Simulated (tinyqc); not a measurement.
RHF in the sto-6g basis, for BeH2, spin multiplicity 1, step by step (part 1 of 2). Computed by tinyqc, a small Python program that keeps every step (integrals from PySCF). Settings: charge = 0, multiplicity = 1, basis = sto-6g, energy threshold = 1e-08, iteration cap = 51, orthogonalisation = symmetric, start = highest core orbitals, DIIS depth = 4, method = RHF. Command: `OMP_NUM_THREADS=1 python tinyqc.py 23892 23893 out.jsonl` (the two numbers bound the seeds that draw the settings). One thread of a shared host (Intel(R) Xeon(R) Processor @ 2.60GHz), about 0.1 s of CPU time with the checks. Later iterations appear only in the table of the cycle.

## One-electron integrals

Geometry (angstrom):
```
atom         x          y         z
Be    0.000000   0.000000  0.000000
H     0.000000   1.713000  0.000000
H     0.000000  -1.713000  0.000000
```

Basis sto-6g: exponents (1/bohr^2) and contraction coefficients of normalised primitives:
```
element  l (shell)    exponent  coefficient
Be           s (1)  312.870494     0.009164
Be           s (1)   57.364463     0.049361
Be           s (1)   16.048509     0.168538
Be           s (1)    5.513096     0.370563
Be           s (1)    2.140897     0.416492
Be           s (1)    0.881739     0.130334
Be           s (2)   13.633247    -0.013253
Be           s (2)    2.698375    -0.046992
Be           s (2)    0.838653    -0.033785
Be           s (2)    0.322660     0.250242
Be           s (2)    0.140131     0.595117
Be           s (2)    0.064233     0.240706
Be           p (3)   13.633247     0.003760
Be           p (3)    2.698375     0.037679
Be           p (3)    0.838653     0.173897
Be           p (3)    0.322660     0.418036
Be           p (3)    0.140131     0.425860
Be           p (3)    0.064233     0.101708
H            s (1)   35.523221     0.009164
H            s (1)    6.513144     0.049361
H            s (1)    1.822143     0.168538
H            s (1)    0.625955     0.370563
H            s (1)    0.243077     0.416492
H            s (1)    0.100112     0.130334
```

Overlap, kinetic and nuclear-attraction integrals over the contracted functions; the nuclear repulsion is the sum of Za Zb / Rab.

nuclear repulsion = 2.62580636 hartree

overlap S, lower triangle:
```
           1Be 1s    1Be 2s   1Be 2px    1Be 2py   1Be 2pz     2H 1s     3H 1s
1Be 1s   1.000000
1Be 2s   0.254764  1.000000
1Be 2px  0.000000  0.000000  1.000000
1Be 2py  0.000000  0.000000  0.000000   1.000000
1Be 2pz  0.000000  0.000000  0.000000   0.000000  1.000000
2H 1s    0.031295  0.321369  0.000000   0.405117  0.000000  1.000000
3H 1s    0.031295  0.321369  0.000000  -0.405117  0.000000  0.009900  1.000000
```

kinetic energy T (hartree), lower triangle:
```
            1Be 1s    1Be 2s   1Be 2px    1Be 2py   1Be 2pz      2H 1s     3H 1s
1Be 1s    6.768753
1Be 2s   -0.207382  0.220121
1Be 2px   0.000000  0.000000  0.661265
1Be 2py   0.000000  0.000000  0.000000   0.661265
1Be 2pz   0.000000  0.000000  0.000000   0.000000  0.661265
2H 1s    -0.010309  0.024462  0.000000   0.092086  0.000000   0.768522
3H 1s    -0.010309  0.024462  0.000000  -0.092086  0.000000  -0.003113  0.768522
```

nuclear attraction V (hartree), lower triangle:
```
             1Be 1s     1Be 2s    1Be 2px    1Be 2py    1Be 2pz      2H 1s      3H 1s
1Be 1s   -15.332628
1Be 2s    -1.808136  -2.904337
1Be 2px    0.000000   0.000000  -2.852672
1Be 2py    0.000000   0.000000   0.000000  -3.007373
1Be 2pz    0.000000   0.000000   0.000000   0.000000  -2.852672
2H 1s     -0.239527  -0.826605   0.000000  -1.019216   0.000000  -2.627676
3H 1s     -0.239527  -0.826605   0.000000   1.019216   0.000000  -0.028707  -2.627676
```

core Hamiltonian H = T + V (hartree), lower triangle:
```
            1Be 1s     1Be 2s    1Be 2px    1Be 2py    1Be 2pz      2H 1s      3H 1s
1Be 1s   -8.563875
1Be 2s   -2.015518  -2.684216
1Be 2px   0.000000   0.000000  -2.191406
1Be 2py   0.000000   0.000000   0.000000  -2.346108
1Be 2pz   0.000000   0.000000   0.000000   0.000000  -2.191406
2H 1s    -0.249836  -0.802143   0.000000  -0.927130   0.000000  -1.859154
3H 1s    -0.249836  -0.802143   0.000000   0.927130   0.000000  -0.031820  -1.859154
```

## Two-electron integrals

Functions are numbered as in S; the eight-fold symmetry (ij|kl) = (ji|kl) = (kl|ij) leaves the list below.

Two-electron integrals (ij|kl) in chemists' order, unique and non-zero (hartree):
```
(11|11) 2.299996    (21|11) 0.361879    (21|21) 0.071926    (22|11) 0.570332
(22|21) 0.139654    (22|22) 0.417773    (31|31) 0.015252    (32|31) 0.022555
(32|32) 0.092340    (33|11) 0.570332    (33|21) 0.139654    (33|22) 0.417773
(33|33) 0.450117    (41|41) 0.015252    (42|41) 0.022555    (42|42) 0.092340
(43|43) 0.024258    (44|11) 0.570332    (44|21) 0.139654    (44|22) 0.417773
(44|33) 0.401601    (44|44) 0.450117    (51|51) 0.015252    (52|51) 0.022555
(52|52) 0.092340    (53|53) 0.024258    (54|54) 0.024258    (55|11) 0.570332
(55|21) 0.139654    (55|22) 0.417773    (55|33) 0.401601    (55|44) 0.401601
(55|55) 0.450117    (61|11) 0.045210    (61|21) 0.008750    (61|22) 0.017008
(61|33) 0.016867    (61|41) 0.000872    (61|42) 0.001720    (61|44) 0.017289
(61|55) 0.016867    (61|61) 0.001127    (62|11) 0.136195    (62|21) 0.034043
(62|22) 0.114364    (62|33) 0.109762    (62|41) 0.004663    (62|42) 0.029830
(62|44) 0.123567    (62|55) 0.109762    (62|61) 0.004621    (62|62) 0.051226
(63|31) 0.002895    (63|32) 0.014054    (63|43) 0.004850    (63|63) 0.004052
(64|11) 0.156327    (64|21) 0.039489    (64|22) 0.138135    (64|33) 0.130112
(64|41) 0.007439    (64|42) 0.046245    (64|44) 0.154183    (64|55) 0.130112
(64|61) 0.005573    (64|62) 0.069794    (64|64) 0.097210    (65|51) 0.002895
(65|52) 0.014054    (65|54) 0.004850    (65|65) 0.004052    (66|11) 0.308309
(66|21) 0.078435    (66|22) 0.295227    (66|33) 0.275042    (66|41) 0.011307
(66|42) 0.096485    (66|44) 0.335596    (66|55) 0.275042    (66|61) 0.010873
(66|62) 0.176173    (66|64) 0.252840    (66|66) 0.774999    (71|11) 0.045210
(71|21) 0.008750    (71|22) 0.017008    (71|33) 0.016867    (71|41) -0.000872
(71|42) -0.001720   (71|44) 0.017289    (71|55) 0.016867    (71|61) 0.001018
(71|62) 0.003810    (71|64) 0.004289    (71|66) 0.008751    (71|71) 0.001127
(72|11) 0.136195    (72|21) 0.034043    (72|22) 0.114364    (72|33) 0.109762
(72|41) -0.004663   (72|42) -0.029830   (72|44) 0.123567    (72|55) 0.109762
(72|61) 0.003810    (72|62) 0.024091    (72|64) 0.027138    (72|66) 0.060225
(72|71) 0.004621    (72|72) 0.051226    (73|31) 0.002895    (73|32) 0.014054
(73|43) -0.004850   (73|63) 0.001395    (73|73) 0.004052    (74|11) -0.156327
(74|21) -0.039489   (74|22) -0.138135   (74|33) -0.130112   (74|41) 0.007439
(74|42) 0.046245    (74|44) -0.154183   (74|55) -0.130112   (74|61) -0.004289
(74|62) -0.027138   (74|64) -0.029966   (74|66) -0.067871   (74|71) -0.005573
(74|72) -0.069794   (74|74) 0.097210    (75|51) 0.002895    (75|52) 0.014054
(75|54) -0.004850   (75|65) 0.001395    (75|75) 0.004052    (76|11) 0.005270
(76|21) 0.001285    (76|22) 0.003955    (76|33) 0.003874    (76|44) 0.004117
(76|55) 0.003874    (76|61) 0.000158    (76|62) 0.001173    (76|64) 0.001461
(76|66) 0.003300    (76|71) 0.000158    (76|72) 0.001173    (76|74) -0.001461
(76|76) 0.000039    (77|11) 0.308309    (77|21) 0.078435    (77|22) 0.295227
(77|33) 0.275042    (77|41) -0.011307   (77|42) -0.096485   (77|44) 0.335596
(77|55) 0.275042    (77|61) 0.008751    (77|62) 0.060225    (77|64) 0.067871
(77|66) 0.154457    (77|71) 0.010873    (77|72) 0.176173    (77|74) -0.252840
(77|76) 0.003300    (77|77) 0.774999
```

## Orthogonalisation

S = U s U^T; symmetric (Loewdin) form X = U s^(-1/2) U^T, so that X^T S X = 1.

eigenvalues of S: 0.422106  0.500765  0.964659  1.000000  1.000000  1.544476  1.567993

X, lower triangle:
```
            1Be 1s     1Be 2s   1Be 2px    1Be 2py   1Be 2pz      2H 1s     3H 1s
1Be 1s    1.027188
1Be 2s   -0.144550   1.121915
1Be 2px   0.000000   0.000000  1.000000
1Be 2py   0.000000   0.000000  0.000000   1.165689
1Be 2pz   0.000000   0.000000  0.000000   0.000000  1.000000
2H 1s     0.019149  -0.188924  0.000000  -0.261825  0.000000   1.129462
3H 1s     0.019149  -0.188924  0.000000   0.261825  0.000000  -0.042625  1.129462
```

## Starting guess

The start is the highest orbitals of the core Hamiltonian (a deliberately bad start); D = 2 C_occ C_occ^T.

D at the start, lower triangle:
```
            1Be 1s     1Be 2s   1Be 2px    1Be 2py   1Be 2pz      2H 1s     3H 1s
1Be 1s    0.012390
1Be 2s   -0.084735   0.579478
1Be 2px   0.000000   0.000000  2.000000
1Be 2py   0.000000   0.000000  0.000000   0.831323
1Be 2pz   0.000000   0.000000  0.000000   0.000000  0.000000
2H 1s     0.124609  -0.852163  0.000000  -1.118825  0.000000   2.758922
3H 1s     0.124609  -0.852163  0.000000   1.118825  0.000000  -0.252591  2.758922
```

## Iteration 1: building the Fock matrix

J_ij = sum D_kl (ij|kl), K_ij = sum D_kl (ik|jl); F = H + J - 0.5 K; E = tr D H + tr D J / 2 - 0.25 tr D K + E_nn.

Coulomb J (hartree), lower triangle:
```
           1Be 1s    1Be 2s   1Be 2px    1Be 2py   1Be 2pz     2H 1s     3H 1s
1Be 1s   2.469679
1Be 2s   0.612365  2.035812
1Be 2px  0.000000  0.000000  2.027244
1Be 2py  0.000000  0.000000  0.000000   2.149980
1Be 2pz  0.000000  0.000000  0.000000   0.000000  1.930212
2H 1s    0.075200  0.692885  0.000000   0.900448  0.000000  2.437660
3H 1s    0.075200  0.692885  0.000000  -0.900448  0.000000  0.021042  2.437660
```

exchange K (hartree), lower triangle:
```
            1Be 1s    1Be 2s   1Be 2px    1Be 2py   1Be 2pz     2H 1s     3H 1s
1Be 1s    0.046542
1Be 2s    0.053255  0.244888
1Be 2px   0.000000  0.000000  0.923761
1Be 2py   0.000000  0.000000  0.000000   0.180170
1Be 2pz   0.000000  0.000000  0.000000   0.000000  0.072044
2H 1s    -0.001701  0.138558  0.000000   0.234784  0.000000  1.392426
3H 1s    -0.001701  0.138558  0.000000  -0.234784  0.000000  0.016572  1.392426
```

Fock matrix F (hartree), lower triangle:
```
            1Be 1s     1Be 2s    1Be 2px    1Be 2py    1Be 2pz      2H 1s      3H 1s
1Be 1s   -6.117467
1Be 2s   -1.429780  -0.770848
1Be 2px   0.000000   0.000000  -0.626043
1Be 2py   0.000000   0.000000   0.000000  -0.286213
1Be 2pz   0.000000   0.000000   0.000000   0.000000  -0.297216
2H 1s    -0.173786  -0.178537   0.000000  -0.144074   0.000000  -0.117707
3H 1s    -0.173786  -0.178537   0.000000   0.144074   0.000000  -0.019063  -0.117707
```

total energy of this density = -3.56423083 hartree

## Iteration 1: diagonalisation and new density

Diagonalise F' = X^T F X, C = X C', fill 3 alpha and 3 beta electrons from the bottom; D = 2 C_occ C_occ^T. Each column has its largest component positive (the first on a tie).

F' = X^T F X (hartree), lower triangle:
```
           1          2          3          4          5          6          7
1  -6.057950
2  -0.592269  -0.511719
3   0.000000   0.000000  -0.626043
4   0.000000   0.000000   0.000000  -0.226550
5   0.000000   0.000000   0.000000   0.000000  -0.297216
6  -0.027607  -0.063243   0.000000  -0.098974   0.000000  -0.033056
7  -0.027607  -0.063243   0.000000   0.098974   0.000000  -0.035154  -0.033056
```

orbital energies (hartree): MO1 -6.120876, MO2 -0.626043, MO3 -0.467201, MO4 -0.297216, MO5 -0.292952, MO6 -0.049802, MO7 0.068499

coefficients C:
```
               MO1       MO2        MO3       MO4        MO5        MO6        MO7
1Be 1s    1.006483  0.000000  -0.242282  0.000000   0.000000   0.070957   0.000000
1Be 2s   -0.027928  0.000000   1.050734  0.000000   0.000000  -0.496135   0.000000
1Be 2px   0.000000  1.000000   0.000000  0.000000   0.000000   0.000000   0.000000
1Be 2py   0.000000  0.000000   0.000000  0.000000   0.894482   0.000000  -0.834168
1Be 2pz   0.000000  0.000000   0.000000  1.000000   0.000000   0.000000   0.000000
2H 1s     0.005305  0.000000  -0.026054  0.000000   0.118673   0.791176   0.861025
3H 1s     0.005305  0.000000  -0.026054  0.000000  -0.118673   0.791176  -0.861025
```

D after iteration 1, lower triangle:
```
            1Be 1s     1Be 2s   1Be 2px   1Be 2py   1Be 2pz     2H 1s     3H 1s
1Be 1s    2.143417
1Be 2s   -0.565367   2.209643
1Be 2px   0.000000   0.000000  2.000000
1Be 2py   0.000000   0.000000  0.000000  0.000000
1Be 2pz   0.000000   0.000000  0.000000  0.000000  0.000000
2H 1s     0.023303  -0.055047  0.000000  0.000000  0.000000  0.001414
3H 1s     0.023303  -0.055047  0.000000  0.000000  0.000000  0.001414  0.001414
```

## Iteration 2: building the Fock matrix

As before.

Coulomb J (hartree), lower triangle:
```
           1Be 1s    1Be 2s   1Be 2px    1Be 2py   1Be 2pz     2H 1s     3H 1s
1Be 1s   6.896666
1Be 2s   1.275766  2.800473
1Be 2px  0.000000  0.000000  2.866104
1Be 2py  0.000000  0.000000  0.000000   2.766244
1Be 2pz  0.000000  0.000000  0.000000   0.000000  2.769072
2H 1s    0.157524  0.718095  0.000000   0.846122  0.000000  1.750788
3H 1s    0.157524  0.718095  0.000000  -0.846122  0.000000  0.026095  1.750788
```

exchange K (hartree), lower triangle:
```
           1Be 1s    1Be 2s   1Be 2px    1Be 2py   1Be 2pz     2H 1s     3H 1s
1Be 1s   4.712389
1Be 2s   0.767400  1.082271
1Be 2px  0.000000  0.000000  1.108649
1Be 2py  0.000000  0.000000  0.000000   0.250442
1Be 2pz  0.000000  0.000000  0.000000   0.000000  0.256931
2H 1s    0.098501  0.252479  0.000000   0.066769  0.000000  0.100578
3H 1s    0.098501  0.252479  0.000000  -0.066769  0.000000  0.047779  0.100578
```

Fock matrix F (hartree), lower triangle:
```
            1Be 1s     1Be 2s   1Be 2px    1Be 2py   1Be 2pz      2H 1s      3H 1s
1Be 1s   -4.023403
1Be 2s   -1.123452  -0.424878
1Be 2px   0.000000   0.000000  0.120373
1Be 2py   0.000000   0.000000  0.000000   0.294915
1Be 2pz   0.000000   0.000000  0.000000   0.000000  0.449200
2H 1s    -0.141563  -0.210287  0.000000  -0.114392  0.000000  -0.158655
3H 1s    -0.141563  -0.210287  0.000000   0.114392  0.000000  -0.029614  -0.158655
```

total energy of this density = -14.50516121 hartree

## Iteration 2: DIIS over 2 matrices

error matrix X^T (FDS - SDF) X:
```
           1          2         3         4         5          6          7
1   0.000000   0.025648  0.000000  0.000000  0.000000  -0.106053  -0.106053
2  -0.025648   0.000000  0.000000  0.000000  0.000000   0.302445   0.302445
3   0.000000   0.000000  0.000000  0.000000  0.000000   0.000000   0.000000
4   0.000000   0.000000  0.000000  0.000000  0.000000   0.000000   0.000000
5   0.000000   0.000000  0.000000  0.000000  0.000000   0.000000   0.000000
6   0.106053  -0.302445  0.000000  0.000000  0.000000   0.000000   0.000000
7   0.106053  -0.302445  0.000000  0.000000  0.000000   0.000000   0.000000
```

B (overlaps of the stored error matrices):
```
               1              2
1  4.1347771e-02  2.4682770e-02
2  2.4682770e-02  4.1219538e-01
```

Minimise |sum c_i e_i|^2 with sum c_i = 1: solve [B -1; -1 0][c; lambda] = [0; -1] with B_ij = tr e_i^T e_j, and take F = sum c_i F_i.

DIIS coefficients: 0.958768  0.041232

extrapolated F (hartree), lower triangle:
```
            1Be 1s     1Be 2s    1Be 2px    1Be 2py    1Be 2pz      2H 1s      3H 1s
1Be 1s   -6.031125
1Be 2s   -1.417150  -0.756583
1Be 2px   0.000000   0.000000  -0.595267
1Be 2py   0.000000   0.000000   0.000000  -0.262252
1Be 2pz   0.000000   0.000000   0.000000   0.000000  -0.266440
2H 1s    -0.172457  -0.179846   0.000000  -0.142850   0.000000  -0.119395
3H 1s    -0.172457  -0.179846   0.000000   0.142850   0.000000  -0.019498  -0.119395
```

## Iteration 2: diagonalisation and new density

As before.

F' = X^T F X (hartree), lower triangle:
```
           1          2          3          4          5          6          7
1  -5.970184
2  -0.593218  -0.494953
3   0.000000   0.000000  -0.595267
4   0.000000   0.000000   0.000000  -0.195657
5   0.000000   0.000000   0.000000   0.000000  -0.266440
6  -0.026350  -0.067361   0.000000  -0.104062   0.000000  -0.033237
7  -0.026350  -0.067361   0.000000   0.104062   0.000000  -0.035396  -0.033237
```

orbital energies (hartree): MO1 -6.034093, MO2 -0.595267, MO3 -0.452832, MO4 -0.274065, MO5 -0.266440, MO6 -0.046845, MO7 0.080567

coefficients C:
```
               MO1       MO2        MO3        MO4       MO5        MO6        MO7
1Be 1s    1.006104  0.000000  -0.242085   0.000000  0.000000   0.076772   0.000000
1Be 2s   -0.026219  0.000000   1.039384   0.000000  0.000000  -0.519581   0.000000
1Be 2px   0.000000  1.000000   0.000000   0.000000  0.000000   0.000000   0.000000
1Be 2py   0.000000  0.000000   0.000000   0.854678  0.000000   0.000000   0.874906
1Be 2pz   0.000000  0.000000   0.000000   0.000000  1.000000   0.000000   0.000000
2H 1s     0.004979  0.000000  -0.008314   0.158629  0.000000   0.791563  -0.854566
3H 1s     0.004979  0.000000  -0.008314  -0.158629  0.000000   0.791563   0.854566
```

D after iteration 2, lower triangle:
```
            1Be 1s     1Be 2s   1Be 2px   1Be 2py   1Be 2pz     2H 1s     3H 1s
1Be 1s    2.141699
1Be 2s   -0.555998   2.162013
1Be 2px   0.000000   0.000000  2.000000
1Be 2py   0.000000   0.000000  0.000000  0.000000
1Be 2pz   0.000000   0.000000  0.000000  0.000000  0.000000
2H 1s     0.014043  -0.017544  0.000000  0.000000  0.000000  0.000188
3H 1s     0.014043  -0.017544  0.000000  0.000000  0.000000  0.000188  0.000188
```

## Iteration 13 (converged): orbitals

converged F (hartree), lower triangle:
```
            1Be 1s     1Be 2s   1Be 2px    1Be 2py   1Be 2pz      2H 1s      3H 1s
1Be 1s   -4.610819
1Be 2s   -1.251319  -0.546890
1Be 2px   0.000000   0.000000  0.208724
1Be 2py   0.000000   0.000000  0.000000  -0.101854
1Be 2pz   0.000000   0.000000  0.000000   0.000000  0.208724
2H 1s    -0.157323  -0.296006  0.000000  -0.279529  0.000000  -0.200846
3H 1s    -0.157323  -0.296006  0.000000   0.279529  0.000000  -0.004794  -0.200846
```

As before.

F' = X^T F X (hartree), lower triangle:
```
           1          2         3          4         5          6         7
1  -4.514033
2  -0.660350  -0.159751
3   0.000000   0.000000  0.208724
4   0.000000   0.000000  0.000000   0.175974
5   0.000000   0.000000  0.000000   0.000000  0.208724
6   0.009281  -0.246360  0.000000  -0.328990  0.000000   0.011315
7   0.009281  -0.246360  0.000000   0.328990  0.000000  -0.048516  0.011315
```

orbital energies (hartree): MO1 -4.612296, MO2 -0.396117, MO3 -0.350970, MO4 0.208724, MO5 0.208724, MO6 0.297428, MO7 0.586775

coefficients C:
```
               MO1        MO2        MO3       MO4       MO5        MO6        MO7
1Be 1s    0.994870  -0.198814   0.000000  0.000000  0.000000  -0.217832   0.000000
1Be 2s    0.020097   0.628342   0.000000  0.000000  0.000000   0.977627   0.000000
1Be 2px   0.000000   0.000000   0.000000  1.000000  0.000000   0.000000   0.000000
1Be 2py   0.000000   0.000000   0.493970  0.000000  0.000000   0.000000   1.118896
1Be 2pz   0.000000   0.000000   0.000000  0.000000  1.000000   0.000000   0.000000
2H 1s    -0.002454   0.397079   0.447982  0.000000  0.000000  -0.684828  -0.744822
3H 1s    -0.002454   0.397079  -0.447982  0.000000  0.000000  -0.684828   0.744822
```

D after iteration 13, lower triangle:
```
            1Be 1s    1Be 2s   1Be 2px    1Be 2py   1Be 2pz      2H 1s     3H 1s
1Be 1s    2.058585
1Be 2s   -0.209859  0.790435
1Be 2px   0.000000  0.000000  0.000000
1Be 2py   0.000000  0.000000  0.000000   0.488012
1Be 2pz   0.000000  0.000000  0.000000   0.000000  0.000000
2H 1s    -0.162772  0.498904  0.000000   0.442579  0.000000   0.716731
3H 1s    -0.162772  0.498904  0.000000  -0.442579  0.000000  -0.086020  0.716731
```

Within a degenerate level the vectors are fixed only up to a rotation; this is one choice.
